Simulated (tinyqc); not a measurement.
Crystal pulling from the melt: segregation, interface stability, heat balance and point-defect regime: one step, computed by the program tinyqc. Command: `OMP_NUM_THREADS=1 python tinyqc.py 3017626 3017627 out.jsonl pull walk`. One thread of a shared host (Intel(R) Xeon(R) Processor @ 2.30GHz), about 0.01 s of CPU time with the checks.

A dilute solute; steady pulling with a flat interface unless it is found unstable.

Question. Constitutional supercooling. Liquidus slope per concentration (van 't Hoff): |m| = k_B T_m^2 (1 - k0)/L. Solute gradient at the interface: G_C = (V/D) C_s (1 - k0)/k0. Constitutional supercooling sets in when |m| G_C > G_L. Critical C_s from the equality.

Inputs (values chosen for the exercise, modelled on boron in silicon):
```
quantity                      value    unit
equilibrium coefficient k0     0.77       -
diffusivity in the melt D   0.00014  cm^2/s
pull rate V                     1.8  mm/min
gradient in the melt G_L         15    K/cm
latent heat per volume L       4190  J/cm^3
melting point T_m              1685       K
```

C_s = 2.089706e+19 1/cm^3

Constants: k_B = 1.380649e-23 J/K.

Give: |m|; |m| G_C; critical C_s; ratio |m| G_C/G_L.

Answer.

|m| = 2.1518e-21 K cm^3

|m| G_C = 0.28781 K/cm

critical C_s = 1.0891e+21 1/cm^3

ratio |m| G_C/G_L = 0.019188

The interface is stable by this test, with a margin of 52. Caution: a critical C_s above 1e21 /cm^3 lies outside the dilute theory and, for most dopants in silicon, above the solubility.
